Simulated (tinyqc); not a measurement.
Four-point probe, van der Pauw, Hall and spreading-resistance readings of a semiconductor layer. Inputs raised by 10 %, one at a time. Computed by tinyqc, a small Python program. Command: `OMP_NUM_THREADS=1 python tinyqc.py 3111038 3111039 out.jsonl probe sens`. One thread of a shared host (Intel(R) Xeon(R) Processor @ 2.30GHz), about 0.05 s of CPU time with the checks.

The layer is uniform and ohmic; contacts are points unless a radius is given.

Inputs (values chosen for the exercise, modelled on n-type silicon):
```
quantity                                        value        unit
carrier density n                             2.2e+18      1/cm^3
drift mobility mu                                 187  cm^2/(V s)
layer thickness t                                 360  micrometre
probe spacing s                                     1          mm
current I                                           1          mA
radius a of the spreading-resistance contact       15  micrometre
```

Backing of the layer: conducting.

Constants: e = 1.602176634e-19 C.

Method:
- rho = 1/(e n mu); R_s = rho/t.
- Collinear probes with equal spacing on a layer with conducting backing: images at depth 2 m t give V = (rho I/(2 pi s)) G, G = 1 + 4 sum_(m>=1) (-1)^m [1/sqrt(1 + (2 m u)^2) - 1/sqrt(4 + (2 m u)^2)], u = t/s; the sum runs to m = 20000, with the last term halved.
- Limits: thick, rho = 2 pi s V/I; thin on an insulator, rho = (pi/ln 2) t V/I.
- Flat disc contact with the current density of a half-space: R = (rho/(4 a)) c, c = (4/pi) int_0^infinity K(x t/a) sin(x) J1(x)/x^2 dx for a conducting backing, K = tanh, with the voltage averaged over the disc; c tends to 1 for t >> a.

Runs; columns: (1) input moved; (2) from; (3) to; (4) voltage V (mV); (5) sheet resistance R_s (ohm/square); (6) rho by the thick formula (ohm cm); (7) spreading resistance (ohm):
```
(1)                                                            (2)       (3)        (4)      (5)        (6)     (7)
base run                                                         -         -  0.0019796  0.42143  0.0012438  2.4821
carrier density n (1/cm^3)                                 2.2e+18  2.42e+18  0.0017996  0.38312  0.0011307  2.2564
drift mobility mu (cm^2/(V s))                                 187     205.7  0.0017996  0.38312  0.0011307  2.2564
layer thickness t (micrometre)                                 360       396  0.0027876  0.38312  0.0017515  2.4863
probe spacing s (mm)                                             1       1.1  0.0012266  0.42143  0.0008478  2.4821
current I (mA)                                                   1       1.1  0.0021776  0.42143  0.0012438  2.4821
radius a of the spreading-resistance contact (micrometre)       15      16.5  0.0019796  0.42143  0.0012438  2.2522
```

Exponents ln(y'/y) / ln(x'/x):
```
input                                         voltage V  sheet resistance R_s  rho by the thick formula  spreading resistance
carrier density n                                -1.000                    -1                    -1.000                -1.000
drift mobility mu                                -1.000                    -1                    -1.000                -1.000
layer thickness t                                 3.591                    -1                     3.591                 0.018
probe spacing s                                  -5.022                     0                    -4.022                 0.000
current I                                         1.000                     0                     0.000                 0.000
radius a of the spreading-resistance contact      0.000                     0                     0.000                -1.020
```

Which inputs matter most for each result?

Among the inputs moved here: voltage V answers most in size to probe spacing s (exponent -5.022), next to layer thickness t (+3.591); its exponent is below 0.0005 for radius a of the spreading-resistance contact. Sheet resistance R_s answers most in size to carrier density n (exponent -1.000), and about equally to drift mobility mu (-1.000), layer thickness t (-1.000); its exponent is below 0.0005 for probe spacing s, current I, radius a of the spreading-resistance contact. rho by the thick formula answers most in size to probe spacing s (exponent -4.022), next to layer thickness t (+3.591); its exponent is below 0.0005 for current I, radius a of the spreading-resistance contact. Spreading resistance answers most in size to radius a of the spreading-resistance contact (exponent -1.020), and about equally to carrier density n (-1.000), drift mobility mu (-1.000); its exponent is below 0.0005 for probe spacing s, current I. Its exponent -1.020 in radius a of the spreading-resistance contact: spreading into a half-space.
